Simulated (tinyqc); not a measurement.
Resistance of a tapered via with liner, size effect and interface: two steps of the calculation.

A round via whose diameter grows from db at the bottom as D(z) = db + 2 z/tan(ang). The fill, of diameter D - 2 tl, starts above the bottom liner (thickness fb tl) and has rho = rho0 (1 + ks lam/(D - 2 tl)); the sidewall liner conducts in parallel with it. The bottom liner and the interface are crossed over the full area pi db^2/4. Spreading in the lines above and below is left out.

Parameters, values chosen for the exercise; fill metal close to copper:
- db = 19 nm (diameter at the bottom)
- hv = 50 nm (height)
- ang = 85 degrees (sidewall angle)
- rho0 = 1.68 uohm cm (bulk resistivity of the fill)
- lam = 40.5 nm (mean free path of the fill)
- ks = 1 (size-effect factor)
- tl = 1.8 nm (liner on the sidewall)
- fb = 1 (liner at the bottom over that on the sidewall)
- rl = 280 uohm cm (resistivity of the liner)
- ri = 1.6e-12 ohm cm^2 (interface resistivity at the bottom)
- Sb = 1.1e15 S/m^2 (ballistic conductance per area, about 3/(4 rho0 lam))

Question 1. Slices of the via. Slices between z0 = fb tl and hv, evaluated at their midpoints: conductance per length pi/4 [(D - 2 tl)^2/rho + (D^2 - (D - 2 tl)^2)/rl], slice resistance = slice height over that. 10 slices.

Wanted: z; D; rho; slice resistance.

Answer 1.

```
slice  z (nm)  D (nm)  rho (uohm cm)  slice resistance (ohm)
0       4.210   19.74          5.896                   1.375
1       9.030   20.58          5.687                   1.199
2       13.85   21.42          5.497                   1.053
3       18.67   22.27          5.325                  0.9304
4       23.49   23.11          5.167                  0.8270
5       28.31   23.95          5.023                  0.7390
6       33.13   24.80          4.890                  0.6636
7       37.95   25.64          4.767                  0.5986
8       42.77   26.48          4.653                  0.5423
9       47.59   27.33          4.548                  0.4931
```

Question 2. Total resistance. R_fill = sum of the slices; R_bottom = rl fb tl/(pi db^2/4); R_interface = ri/(pi db^2/4); ballistic (Sharvin) limit 1/(Sb pi (db - 2 tl)^2/4); ideal cylinder rho0 hv/(pi db^2/4).

slice resistance, slice 0 to 9 (ohm): [1.3753433, 1.1990845, 1.0528326, 0.93036702, 0.82696396, 0.73899105, 0.66362283, 0.59863814, 0.54227386, 0.49311778]

Find: parts; R; shares; ballistic limit; ideal cylinder.

Answer 2.

parts (ohm): fill 8.421, bottom liner 17.78, interface 0.5643
R = 26.76 ohm
shares (%): fill 31.47, bottom liner 66.42, interface 2.11
ballistic limit = 4.881 ohm
ideal cylinder = 2.963 ohm

The bottom liner is the largest part, and R is 9.03 times the ideal cylinder. With 2000 slices R = 26.769 ohm.

Numbers from tinyqc (`OMP_NUM_THREADS=1 python tinyqc.py 2750186 2750187 out.jsonl`; about 0.01 s on one thread of a shared Intel Xeon 2.30GHz).
